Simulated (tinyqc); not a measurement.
Landau levels of a non-parabolic (Kane) conduction band at kz = 0: sweeps and comparisons. A value that a table varies takes the place of the one given here.

Three-level Kane model: E = (N + 1/2) 2 muB B/m(E) + s g(E) muB B, s = +/-1/2, with 1/m(E) = 1 + (Ep/3)(2/(E + Eg) + 1/(E + Eg + Dso)) and g(E) = 2 - (2 Ep/3)(1/(E + Eg) - 1/(E + Eg + Dso)); E from the band edge, solved self-consistently; remote bands are left out, and so is the confinement energy of a real sheet, which raises m and lowers |g|.

In a field B along z: l = 1/sqrt((e/hbar) B) is the magnetic length, n_B = B/(h/e) the number of states per area in one level, hbar wc = 2 muB B/m for mass m in m0; 1/angstrom^2 = 1e16/cm^2.

Each listed level takes n_B electrons. At zero temperature and without broadening EF sits in the partly filled level.

Constants: e/hbar = 1.519267448e-05 1/(T angstrom^2); h/e = 413566.7697 T angstrom^2; muB = 5.788381798e-05 eV/T.

Values chosen for the exercise (near those of GaSb; not measured data): Eg = 0.817 eV (gap); Dso = 0.754 eV (spin-orbit splitting); Ep = 26.8 eV (Kane energy); Bs = (2, 4, 6, 8, 10, 12, 15) T (fields); B = 12.8 T (magnetic field); n = 1.5 x 1e11/cm^2 (electron sheet density).

## The fan of levels

The four lowest levels against B, with their labels in order.

Levels (meV):
```
B (T)  first  second  third  fourth        order
2.00    2.81    3.78   9.34   10.29  0+ 0- 1+ 1-
4.00    5.60    7.53  18.51   20.35  0+ 0- 1+ 1-
6.00    8.38   11.24  27.52   30.20  0+ 0- 1+ 1-
8.00   11.15   14.92  36.38   39.86  0+ 0- 1+ 1-
10.0   13.91   18.57  45.10   49.32  0+ 0- 1+ 1-
12.0   16.65   22.18  53.69   58.61  0+ 0- 1+ 1-
15.0   20.74   27.55  66.33   72.24  0+ 0- 1+ 1-
```

The fourth level grows as B^0.98 over the first two rows and B^0.94 over the last two (1 for a parabolic band without a fixed offset such as a valley splitting, 1/2 for massless Dirac electrons). The order of the levels does not change. At the highest field the lowest level has m(E) = 0.0358 and g(E) = -8.1, against 0.0350 and -8.5 at the edge.

## What each parameter does

The second and third levels from below, nu = n/n_B, and EF. Each row changes one parameter from the base and keeps the others.

Results:
```
case                 second level (meV)  third level (meV)    nu  EF (meV)
base                              23.62              57.09  0.48     17.74
B = 10.9 T                        20.20              48.98  0.57     15.14
Eg = 0.694 eV                     27.52              64.12  0.48     19.77
Dso = 0.641 eV                    23.62              58.24  0.48     18.37
Ep = 22.8 eV                      20.18              49.36  0.48     15.35
n = 1.8 x 1e11/cm^2               23.62              57.09  0.58     17.74
```

The largest shifts from the base row, up to three for each result and ties (the steps differ in size, so this ranks the rows, not the parameters). second level (meV): Eg +3.90, Ep -3.44, B -3.42; unchanged at the printed digits by Dso and n. third level (meV): B -8.10, Ep -7.72, Eg +7.04; unchanged at the printed digits by n. nu: n +0.10, B +0.08; unchanged at the printed digits by Eg, Dso and Ep. EF (meV): B -2.60, Ep -2.40, Eg +2.03; unchanged at the printed digits by n.

(tinyqc, `OMP_NUM_THREADS=1 python tinyqc.py 1252708 1252709 out.jsonl`, Intel(R) Xeon(R) Processor @ 2.30GHz, 1 thread, shared host, about 0.08 s.)
